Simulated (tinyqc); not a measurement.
Inside a calculation: Lorentz oscillators and the Kramers-Kronig relations. Values are carried at full precision from step to step, so a last printed digit may differ when a step is redone from the rounded ones.

eps(E) = 1 + sum_j S_j/(E0_j^2 - E^2 - i G_j E).

Constants: hbar c = 1973.269805 eV angstrom; hbar^2/2m0 = 3.80998211 eV angstrom^2; e^2/(4 pi eps0) = 14.39964547 eV angstrom.

Values chosen for the exercise:
```
symbol  value         unit  meaning
E0      (4.6, 6.3)    eV    resonances
G       (0.79, 1.65)  eV    widths
S       (75.3, 41.8)  eV^2  strengths
E       7.31          eV    photon energy
h       0.4           eV    grid step
M       40                  grid points E_j = j h
i       14                  grid index at which eps1 is wanted
```

## Dielectric function at one energy

Evaluate each oscillator and the sum.

terms: [-2.2606+0.4045i, -1.7181+1.5075i]

eps(E) = -2.9787+1.9120i
eps(0) = 5.6118

## Optical constants

n + i k = sqrt(eps1 + i eps2) with k >= 0; R = ((n - 1)^2 + k^2)/((n + 1)^2 + k^2) at normal incidence from vacuum; alpha = 2 E k/(hbar c), times 1e8 for 1/cm; loss function Im(-1/eps) = eps2/(eps1^2 + eps2^2).

Convert eps at the photon energy E into the optical constants.

n = 0.5296
k = 1.8053
R = 0.6217
alpha = 1.34e+06 1/cm
loss function = 0.1526
vacuum wavelength hc/E (hc = 1239.841984 eV nm) = 169.6 nm

The intensity falls to 1/e within 7.48 nm. eps1 is negative, so k exceeds n, as in a metal below its plasma energy; R is 0.62.

## Absorptive part on the grid

Tabulate eps2 at E_j = j h.

eps2(E_j), j = 1 .. M: [0.0716, 0.1491, 0.2396, 0.3535, 0.5080, 0.7349, 1.1000, 1.7617, 3.1741, 6.9555, 17.7334, 16.9135, 7.5473, 5.1905, 5.1779, 4.8136, 3.3934, 2.1596, 1.4122, 0.9748, 0.7071, 0.5338, 0.4159, 0.3324, 0.2712, 0.2250, 0.1893, 0.1612, 0.1387, 0.1204, 0.1054, 0.0929, 0.0824, 0.0734, 0.0658, 0.0592, 0.0536, 0.0486, 0.0443, 0.0404]

## eps1 at one grid point

Kramers-Kronig: eps1(E) = 1 + (2/pi) P integral_0^infinity E1 eps2(E1)/(E1^2 - E^2) dE1. Maclaurin rule on the grid E_j = j h, j = 1 .. M: eps1(E_i) = 1 + (4 h/pi) sum over j with j - i odd of E_j eps2(E_j)/(E_j^2 - E_i^2); nothing is added above E_M.

List the terms E_j eps2_j/(E_j^2 - E_i^2) for j - i odd, add them and form eps1.

terms in order of j (1/eV): [-0.0009, -0.0096, -0.0371, -0.1310, -0.6210, -6.5022, -9.0847, 6.6955, 1.5508, 0.4065, 0.1515, 0.0718, 0.0395, 0.0240, 0.0156, 0.0107, 0.0076, 0.0056, 0.0042, 0.0033]

sum = -7.400 1/eV
eps1(E_i) = -2.769

The oscillator formula gives -2.964 at E_i = 5.6 eV. The rule samples every 2h = 0.8 eV against a narrowest width of 0.79 eV and stops at 16 eV; coarse sampling and the missing tail make the difference.

## The f-sum on the grid

W(E_M) = (2/pi) h sum_j E_j eps2_j, with half weight on the last point; the full integral equals sum S_j = (hbar omega_p)^2, and the electron density follows from (hbar omega_p)^2 = 8 pi c (e^2/(4 pi eps0)) N with c = hbar^2/2m0.

W(E_M) = 111.23 eV^2
sum S = 117.10 eV^2
share reached on this grid (a step near the line widths can inflate it) = 0.950
hbar omega_p = 10.821 eV
N = 8.49e+22 1/cm^3

## Checks

- The value of eps1 at 7.373 eV from a fine, long grid (with the tail of eps2 ~ 1/E^3 added) against the oscillator formula: both -2.89.

(tinyqc, `OMP_NUM_THREADS=1 python tinyqc.py 1680316 1680317 out.jsonl`, Intel(R) Xeon(R) Processor @ 2.30GHz, 1 thread, shared host, about 0.2 s.)
